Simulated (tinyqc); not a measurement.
Inside a calculation: carrier statistics of a doped semiconductor with parabolic bands. Values are carried at full precision from step to step, so a last printed digit may differ when a step is redone from the rounded ones.

Constants: kB = 8.617333262e-05 eV/K; hbar^2/2m0 = 3.80998211 eV angstrom^2.

Parameters, chosen for this exercise (near those of SiC; not measured data): Eg0 = 3.248 eV (gap at 0 K); al = 0.000676 eV/K (Varshni alpha); be = 1310 K (Varshni beta); T = 300 K; ml = 0.331 m0 (longitudinal electron mass); mt = 0.434 m0 (transverse electron mass); Mv = 3 (equivalent valleys); mhh = 1.03 m0 (heavy-hole mass); mlh = 0.468 m0 (light-hole mass); ND = 3.2e+18 1/cm^3 (donors); NA = 4.1e+12 1/cm^3 (acceptors); ED = 0.0578 eV (donor level below Ec); EA = 0.198 eV (acceptor level above Ev).

## Gap and thermal energy

Eg(T) = Eg0 - al T^2/(T + be) (Varshni).

Eg = 3.21021 eV
kT = 0.025852 eV

The gap has shrunk by 37.8 meV from 0 K and is 124.2 kT wide.

## Effective densities of states

m_de = Mv^(2/3) (ml mt^2)^(1/3); m_dh = (mhh^(3/2) + mlh^(3/2))^(2/3); N = 2 (m kB T/(4 pi c))^(3/2) with c = hbar^2/2m0, in 1/angstrom^3; times 1e24 for 1/cm^3.

m_de = 0.8248 m0
m_dh = 1.2308 m0
Nc = 1.8797e+19 1/cm^3
Nv = 3.4266e+19 1/cm^3

The light holes supply 23.4 % of Nv, and Nc/Nv = 0.549.

## Intrinsic density and level

With Boltzmann statistics ni = sqrt(Nc Nv) exp(-Eg/2kT) and Ei = Eg/2 + (kT/2) ln(Nv/Nc), counted from Ev.

ni = 2.75e-08 1/cm^3
Ei = 1.6129 eV

Ei lies 7.8 meV above midgap, towards the band with the smaller density of states.

## Neutrality by bisection

Energies are counted from Ev, so Ec = Eg. n = Nc F_1/2((EF - Eg)/kT), p = Nv F_1/2(-EF/kT), ND+ = ND/(1 + 2 exp((EF - Eg + ED)/kT)), NA- = NA/(1 + 4 exp((EA - EF)/kT)); neutrality asks p + ND+ = n + NA-. F_j(eta) = (1/Gamma(j + 1)) integral_0^infinity x^j dx/(1 + exp(x - eta)), which tends to exp(eta) for eta << 0.

Start from the bracket [-0.2 eV, Eg + 0.2 eV]; at the midpoint EF take the sign of p + ND+ - n - NA-; where it is positive EF must rise. Fourteen steps are shown.

Bisection (eV, 1/cm^3):
```
step,low,high,EF,n,p,ND+,NA-,sign
1,-0.20000,3.41021,1.60511,2.04e-08,3.72e-08,3.20e+18,4.10e+12,+
2,1.60511,3.41021,2.50766,2.96e+07,2.56e-23,3.20e+18,4.10e+12,+
3,2.50766,3.41021,2.95893,1.13e+15,6.71e-31,3.20e+18,4.10e+12,+
4,2.95893,3.41021,3.18457,6.21e+18,1.09e-34,4.03e+17,4.10e+12,-
5,2.95893,3.18457,3.07175,8.86e+16,8.54e-33,2.94e+18,4.10e+12,+
6,3.07175,3.18457,3.12816,7.75e+17,9.64e-34,1.79e+18,4.10e+12,+
7,3.12816,3.18457,3.15637,2.25e+18,3.24e-34,9.61e+17,4.10e+12,-
8,3.12816,3.15637,3.14227,1.32e+18,5.59e-34,1.36e+18,4.10e+12,+
9,3.14227,3.15637,3.14932,1.73e+18,4.25e-34,1.15e+18,4.10e+12,-
10,3.14227,3.14932,3.14579,1.51e+18,4.87e-34,1.26e+18,4.10e+12,-
11,3.14227,3.14579,3.14403,1.41e+18,5.22e-34,1.31e+18,4.10e+12,-
12,3.14227,3.14403,3.14315,1.37e+18,5.40e-34,1.33e+18,4.10e+12,-
13,3.14227,3.14315,3.14271,1.35e+18,5.49e-34,1.35e+18,4.10e+12,+
14,3.14271,3.14315,3.14293,1.36e+18,5.45e-34,1.34e+18,4.10e+12,-
```

Each step halves the bracket, which is 0.441 meV wide at the last row.

## The neutral state

Solve the neutrality condition for EF to convergence.

EF = 3.1427 eV
n = 1.35e+18 1/cm^3
p = 5.49e-34 1/cm^3
ND+ = 1.35e+18 1/cm^3
NA- = 4.10e+12 1/cm^3

The material is n-type; 42.1 % of the donors are ionised. EF lies 2.61 kT inside the gap from the conduction edge, so the Fermi integral is needed; n p/(Nc Nv exp(-Eg/kT)) = 0.975.

## Checks

- F_1/2(1) by the trapezoid rule against adaptive quadrature: both 1.575641.
- Positive against negative charge at the solution (1/cm^3): both 1.34725e+18.

(tinyqc, `OMP_NUM_THREADS=1 python tinyqc.py 1681188 1681189 out.jsonl`, Intel(R) Xeon(R) Processor @ 2.30GHz, 1 thread, shared host, about 0.01 s.)
